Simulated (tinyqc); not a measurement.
Carrier lifetime of a p-type layer with SRH, radiative, Auger and surface recombination: effect of the acceptor density at dn = 5e15 cm^-3.

Uniform excess density dn = dp (no trapping), n = n0 + dn, p = p0 + dn, Boltzmann statistics, full ionisation. Surfaces enter as a rate 2 S dn/d, which holds while diffusion to them is fast.

ni = sqrt(Nc Nv) exp(-Eg/(2 Vt)), Eg in volts; majority density N/2 + sqrt(N^2/4 + ni^2), n0 p0 = ni^2; n1 = Nc exp(-Et/Vt), p1 = Nv exp((Et - Eg)/Vt); tn0 = 1/(sn vth Nt), tp0 = 1/(sp vth Nt). With e = n p - ni^2 = dn (n0 + p0 + dn): U_SRH = e/(tp0 (n + n1) + tn0 (p + p1)), U_rad = B e, U_Aug = (Cn n + Cp p) e, U_s = 2 S dn/d. Each tau is dn over its rate; tau = dn/U with U the sum. Here dn = 5e15 cm^-3.

Inputs (values chosen for the exercise); band and dielectric values close to those of silicon: temperature T = 400 K; band gap Eg = 1.13 eV; conduction-band density of states at T Nc = 4.26e19 cm^-3; valence-band density of states at T Nv = 4.05e19 cm^-3; radiative coefficient B = 4.77e-15 cm^3/s; Auger coefficient (two electrons) Cn = 3.7e-31 cm^6/s; Auger coefficient (two holes) Cp = 1.5e-31 cm^6/s; trap density Nt = 8.9e10 cm^-3; capture cross-section for electrons sn = 8e-17 cm^2; capture cross-section for holes sp = 6e-17 cm^2; thermal velocity (both carriers) vth = 2e7 cm/s; trap level below the conduction band Et = 0.25 eV; surface recombination velocity (both faces) S = 0 cm/s; sample thickness d = 30 um.

Constants: q = 1.602176634e-19 C, kB = 1.380649e-23 J/K, Vt = kB T/q. Results are converted to the units shown.

Effect of the acceptor density at dn = 5e15 cm^-3:
```
N (cm^-3),tau_SRH (s),tau_rad (s),tau_Aug (s),tau (s),radiative share (%),largest path
1e14,0.071587,0.041105,0.074978,0.019367,47.116,radiative
5e14,0.066893,0.038117,0.067969,0.017890,46.935,radiative
2e15,0.054064,0.029949,0.049261,0.013853,46.255,radiative
1e16,0.028975,0.013976,0.016260,0.0059679,42.701,radiative
5e16,0.013010,0.0038117,0.0018002,0.0011177,29.322,Auger
3e17,0.0081021,6.8736e-4,6.8880e-5,6.2126e-5,9.0384,Auger
1e18,0.0073501,2.0860e-4,6.5205e-6,6.3174e-6,3.0285,Auger
6e18,0.0070773,3.4912e-5,1.8450e-7,1.8352e-7,0.52568,Auger
```

Radiative recombination leads at N = 1e14, Auger from 5e16 on. tau_SRH falls from 0.0716 to 0.00708 s and the total lifetime falls from 0.0194 to 1.84e-7 s. Between the last two rows tau_rad goes as N^(-1.00) and tau_Aug as N^(-1.99).

Computed by the program tinyqc: `OMP_NUM_THREADS=1 python tinyqc.py 2300117 2300118 out.jsonl`, one thread of a shared Intel Xeon 2.30GHz, about 0.01 s for the whole run.
